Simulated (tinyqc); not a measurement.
# A discretised effective-mass wire between two leads, recursive Green functions: effects of single changes

Finite differences on a grid of step a give a chain with hopping -t, t = C/(m a^2), C = hbar^2/(2 m0), and site energies 2 t + U_i for the N = 9 sites of the device; the semi-infinite leads have site energy 2 t. Each slice is one site, and V = -t couples neighbouring slices.

Values chosen for this exercise: effective mass m = 0.029 m0; grid step a = 0.77 nm; potential on the sites 1 to N U = [0, 0.481, 0.825, 1.031, 1.1, 1.031, 0.825, 0.481, 0] eV; energy above the band bottom of the leads E = 0.394 eV.

Constants: q = 1.602176634e-19 C, hbar = 1.054571817e-34 J s, m0 = 9.1093837015e-31 kg, hbar^2/(2 m0) = 0.0380998212 eV nm^2. Results are converted to the units shown.

Each table varies one quantity; the others keep the values above.

## Effect of the strength of the potential

Sigma = t^2 g(E - 2 t), g(x) = (x - i sqrt(4 t^2 - x^2))/(2 t^2) for |x| < 2 t and (x - sign(x) sqrt(x^2 - 4 t^2))/(2 t^2) otherwise; Gamma = i (Sigma - Sigma^dagger); both leads give the same. Forward pass: g_1 = (E - H_1 - Sigma)^(-1), g_i = (E - H_i - V g_(i-1) V^dagger)^(-1), with Sigma also subtracted on the last slice; G_(i,1) = g_i V G_(i-1,1), starting from g_1. H_i is the block of slice i, its site energy. T(E) = Tr[Gamma G_(N,1) Gamma G_(N,1)^dagger]. All U are multiplied by the factor sc.

Result of one run:
```
sc,T(E),"reflection, modes - T(E)"
0.38,0.45526,0.54474
```

What becomes of these results when the scale factor of the potential sc is changed from 0.38 to 0, all else the same?

Result of the changed run:
```
sc,T(E),"reflection, modes - T(E)"
0,1.0000,0
```

The whole series:
```
sc,T(E),"reflection, modes - T(E)"
0,1.0000,0
0.38,0.45526,0.54474
0.75,0.040022,0.95998
1.12,0.0050962,0.99490
1.5,9.2786e-4,0.99907
1.88,2.2120e-4,0.99978
2.25,6.5471e-5,0.99993
2.62,2.2076e-5,0.99998
3,8.0313e-6,0.99999
```

T(E) falls from 1.00 to 8.03e-6. At sc = 0 the device equals the leads and transmits all 1 open mode(s). Between the first two non-zero rows the reflection goes as sc^(0.83); the sc^2 of weak scattering holds only at smaller sc than these rows.

## Convergence with the grid step

A flat barrier of height U0 = 1.1 eV and width d = 2.31 nm is laid on n sites with a = d/n (U = U0 on each, N = n). The continuum value is 1/[1 + U0^2 sinh^2(K d)/(4 E (U0 - E))], K = sqrt(m (U0 - E)/C) (sin and k above the barrier).

Convergence with the grid step:
```
n,a (nm),t (eV),T(E),error (%)
1,2.3100,0.24621,0.16135,37.2
2,1.1550,0.98483,0.13524,15.0
4,0.57750,3.9393,0.12234,4.05
8,0.28875,15.757,0.11879,1.03
16,0.14438,63.029,0.11789,0.258
32,0.072188,252.12,0.11766,0.0646
64,0.036094,1008.5,0.11760,0.0162
```

What does the table show?

The continuum value is 0.11758. The error goes from 37 % to 0.016 %, and the last halving of a cuts it by a factor of 4.0: second order, since the lattice band 2 t (1 - cos ka) departs from the parabola at order (ka)^4.

## The device repeated

Same model as above.

The list U is repeated k times, so the device has k N slices.

Results:
```
k,T(E),ln T(E)
1,0.009434,-4.663
2,9.801e-5,-9.230
4,1.082e-8,-18.34
5,1.137e-10,-22.90
6,1.195e-12,-27.45
8,1.320e-16,-36.56
10,1.458e-20,-45.67
12,1.611e-24,-54.79
```

Estimate the missing row, k = 3.

Computed row:
```
k,T(E),ln T(E)
3,1.030e-6,-13.79
```

With this row back in the table: T(E) falls from 0.00943 to 1.61e-24; over the last rows ln T(E) drops by a steady 4.56 a repeat: the energy lies in a gap of the periodic structure that the repeats form, with a decay length of 3.95 slices for the amplitude.

Numbers from tinyqc (`OMP_NUM_THREADS=1 python tinyqc.py 2660031 2660032 out.jsonl`; about 0.02 s on one thread of a shared Intel Xeon 2.30GHz).
